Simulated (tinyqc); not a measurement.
Worked calculation: Hubbard chain of 4 sites. Computed by tinyqc, a small Python program that keeps every step. Settings: hopping = 1.77, U = 4.7, mixing = 0.2, iteration cap = 64. Command: `OMP_NUM_THREADS=1 python tinyqc.py 23388 23389 out.jsonl` (the two numbers bound the seeds that draw the settings). One thread of a shared host (Intel(R) Xeon(R) Processor @ 2.60GHz), about 0.2 s of CPU time with the checks.

one-body matrix (hopping and site energies) (eV), order 1, 2, 3, 4:
$$\begin{pmatrix}
0.0000 & -1.7700 & 0.0000 & 0.0000 \\
-1.7700 & 0.0000 & -1.7700 & 0.0000 \\
0.0000 & -1.7700 & 0.0000 & -1.7700 \\
0.0000 & 0.0000 & -1.7700 & 0.0000
\end{pmatrix}$$

U = 4.7000 eV

electrons, up and down: [2, 2]

n(up) at the start (a guess, not normalised): 1 0.5500, 2 0.4500, 3 0.5500, 4 0.4500

n(down) at the start (a guess): 1 0.4500, 2 0.5500, 3 0.4500, 4 0.5500

Each step fills the lowest levels of T + U n(other spin) and sets n(new) = n + mixing (n(out) - n); stop when output and input agree to 1e-8.

Course of the cycle:
```
iteration     E (eV)  largest |n(out) - n(in)|  mean |n_up - n_down|
1          -3.251616                  3.73e-02                0.1459
2          -3.259239                  3.91e-02                0.1603
3          -3.268121                  4.11e-02                0.1758
4          -3.278390                  4.33e-02                0.1925
5          -3.290141                  4.57e-02                0.2102
6          -3.303418                  4.81e-02                0.2289
7          -3.318204                  5.05e-02                0.2485
8          -3.334400                  5.28e-02                0.2687
9          -3.351827                  5.48e-02                0.2895
10         -3.370222                  5.65e-02                0.3105
11         -3.389251                  5.77e-02                0.3316
...              ...                       ...                   ...
54         -3.596930                  2.20e-03                0.6225
55         -3.596944                  1.99e-03                0.6229
56         -3.596957                  1.80e-03                0.6233
57         -3.596966                  1.63e-03                0.6236
58         -3.596974                  1.47e-03                0.6239
59         -3.596981                  1.33e-03                0.6242
60         -3.596986                  1.20e-03                0.6244
61         -3.596990                  1.08e-03                0.6246
62         -3.596994                  9.79e-04                0.6248
63         -3.596997                  8.84e-04                0.6250
64         -3.596999                  7.98e-04                0.6252
```

Can the last value be used, and what does the course show?

Not by the stop rule, although the second column moves by less than 1e-05 over the last three steps. Not converged within 64 iterations: the residual falls steadily but slowly, by a factor of about 0.90 a step. The lowest mean-field energy found from random starts is -3.59701 eV. Reruns (cap 100 unless said): mixing 0.5: converged in 66 (E = -3.59701); mixing 0.9: converged in 33 (E = -3.59701); the original settings with a cap of 400: converged in 173 (E = -3.59701).
